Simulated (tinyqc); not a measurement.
Thermal, flicker and telegraph noise of a field-effect transistor: one step, computed by the program tinyqc. Command: `OMP_NUM_THREADS=1 python tinyqc.py 3007164 3007165 out.jsonl noise walk`. One thread of a shared host (Intel(R) Xeon(R) Processor @ 2.30GHz), about 0.01 s of CPU time with the checks.

Strong inversion, threshold roll-off and channel-length modulation left out; noise sources are uncorrelated and are given as one-sided spectral densities.

Task: How many traps? Active traps per decade of time constant: N_dec = N_t k_B T W L lambda ln(10); a single trap at the interface shifts the threshold by e/(W L C_ox) and the current by g_m times that; tunnelling depth for frequency f, z = lambda ln(1/(2 pi f tau_0)), tau_0 = 1e-10 s.

Inputs (values chosen for the exercise, modelled on a silicon n-channel):
```
quantity,value,unit
width W,0.25,micrometre
length L,220,nm
oxide trap density N_t,4.3e+18,1/(eV cm^3)
frequency f,4000,Hz
temperature T,300,K
```

Operating region: saturation. Flicker model: Hooge.

tunnelling length lambda = 1.283712 angstrom

C_ox = 2.031255 microfarad/cm^2

g_m = 94.77147 microsiemens

drain current I = 31.61476 microampere

Constants: k_B = 8.617333262e-05 eV/K; e = 1.602176634e-19 C.

Give: traps per decade; threshold step of one trap; current step of one trap; depth probed at f.

Result:

traps per decade = 1.807

threshold step of one trap = 0.1434 mV

current step of one trap = 0.04299 %

depth probed at f = 1.655 nm
